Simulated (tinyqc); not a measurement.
# Changing the well width L

Model: donor or exciton in a quantum well (variational effective-mass method). Computed by tinyqc, a small Python program. Command: `OMP_NUM_THREADS=1 python tinyqc.py 3025024 3025025 out.jsonl welldonor sweep`. One thread of a shared host (Intel(R) Xeon(R) Processor @ 2.30GHz), about 0.06 s of CPU time with the checks.

Electron and hole in their lowest subbands f(z) = cos(pi z/L); relative in-plane motion exp(-rho/lambda) (separable trial function), H = -nabla_rho^2 - 2/sqrt(rho^2 + (z_e - z_h)^2) in effective units. Mass and screening are the same in well and barrier; l = L/a* is the width in effective units. Bands are flat: no polarisation or applied field.

Inputs (values chosen for the exercise, for a model semiconductor): electron mass m = 0.0558 m_0; dielectric constant eps = 13; in-plane hole mass m_h = 0.159 m_0.

Centre: exciton. Barriers: infinite.

Constants: Ry = 13.605693123 eV; a_0 = 0.529177210903 angstrom.

Method:
- mu = m m_h/(m + m_h) takes the place of m; Ry* = Ry m/eps^2, a* = a_0 eps/m; l = L/a*.
- k = pi/l; f = cos(k z) inside and zero outside.
- Binding E_b(lambda) = -1/lambda^2 + (8/lambda^2) int_0^l P(z) g(z) dz, with P(z) = (2/l) [(1 - z/l)(1 + cos(2 pi z/l)/2) + (3/(4 pi)) sin(2 pi z/l)] the distribution of |z_e - z_h| and g(z) = int_z^infinity exp(-2 sqrt(r^2 - z^2)/lambda) dr = int_0^infinity exp(-2 rho/lambda) rho/sqrt(rho^2 + z^2) d rho; 40 Gauss-Legendre points in z and 40 in t with rho = lambda t/(1 - t).
- Golden-section search for the maximum over lambda from 0.3 to 4, 40 steps.

One run for each value:
```
well width L (nm)  binding energy (meV)  radius lambda a* (nm)  binding in Ry*
1.6                               11.72                   9.38           3.524
2.5                               11.09                   9.86           3.334
3.9                               10.29                  10.52           3.095
6.0                                9.38                  11.38           2.821
9.2                                8.37                  12.50           2.517
14.0                               7.31                  13.92           2.199
22.0                               6.16                  15.89           1.853
34.0                               5.10                  18.33           1.534
52.0                               4.15                  21.34           1.247
```

Over the rows, binding energy (meV) falls from 11.7 to 4.15 (exponent d ln y / d ln x -0.12 between the first rows and -0.49 between the last); radius lambda a* (nm) rises from 9.38 to 21.3 (exponent d ln y / d ln x 0.11 between the first rows and 0.36 between the last); binding in Ry* falls from 3.52 to 1.25 (exponent d ln y / d ln x -0.12 between the first rows and -0.49 between the last). Squeezing the envelope brings the charges closer, and the binding rises towards the two-dimensional 4 Ry*.

Caution (rows 1.60, 2.50, 3.90, 6.00): so narrow a well has large confinement energy, where non-parabolicity and barrier penetration matter. Caution (rows 34.0, 52.0): beyond about two Bohr radii the separable trial function begins to underestimate the binding, and in still wider wells it drops below the bulk value instead of tending to it.

Extremes, crossings and ranges named in words are read from the listed rows.
